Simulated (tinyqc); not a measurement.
Floating body of a partially depleted SOI transistor: body voltage and kink: one step of the calculation.

Source at 0 V. Channel current Ic = 2 nf K Vt^2 [F(0) - F(Vd)](1 + la Vd), F(V) = ln^2(1 + exp((Vg - VT - nf V)/(2 nf Vt))), VT = VT0 - gb Vb. Saturation voltage Vs = 2 Vt sqrt(F(0)) + 3 Vt, excess Ve = (Vd - Vs + sqrt((Vd - Vs)^2 + 0.0004 V^2))/2, multiplication M1 = Ai Ve exp(-Bl/Ve). Each junction passes D(v) = J1 (exp(v/Vt) - 1) + J2 (exp(v/(2 Vt)) - 1). Bipolar current Ib = bb J1 (exp(Vb/Vt) - 1). The body settles where M1 (Ic + Ib) = D(Vb) + D(Vb - Vd) + Vb/Rb; drain current Id = (1 + M1)(Ic + Ib) - D(Vb - Vd).

Problem. Drain current with floating and with grounded body. Id and VT at the converged Vb, Id at Vb = 0, their ratio, and the bipolar share Ib/(Ic + Ib).

Inputs (values chosen for the exercise); values of the order met in partially depleted silicon-on-insulator transistors: temperature T = 300 K; threshold at zero body voltage VT0 = 0.53 V; fall of the threshold per volt of body voltage gb = 0.12; slope factor nf = 1.2; gain factor per width K = 130 uA/(V^2 um); channel-length modulation factor la = 0.08 1/V; impact-ionisation prefactor Ai = 3.93 1/V; impact-ionisation voltage Bl = 4.7 V; diffusion saturation current of each junction J1 = 2.4e-12 uA/um; recombination saturation current of each junction J2 = 7.1e-9 uA/um; gain of the lateral bipolar transistor on the diffusion current bb = 0.5; resistance of a weak body tie to the source (1e9 stands for no tie, and the term is then dropped) Rb = 1e9 kohm um; gate voltage Vg = 0.52 V; drain voltage Vd = 1.4 V.

Constants: q = 1.602176634e-19 C, kB = 1.380649e-23 J/K, Vt = kB T/q. Results are converted to the units shown.

converged Vb = 0.61403607 V

Wanted: VT; Id, floating; Id, grounded; ratio; bipolar share.

Solution.

VT = 0.4563 V
Id, floating = 0.4872 uA/um
Id, grounded = 0.09962 uA/um
ratio = 4.891
bipolar share = 5.681 %

The body rises to 0.614 V and lowers the threshold by 73.7 mV.

Range of the model: The multiplication law is an empirical form chosen for the exercise; self-heating and capacitive coupling to the body are left out, and the linear laws are rough once Vb passes about 0.7 V or M1 about 0.1.

tinyqc, about 0.2 s, one thread, Intel Xeon 2.30GHz (shared host): `OMP_NUM_THREADS=1 python tinyqc.py 2182168 2182169 out.jsonl`
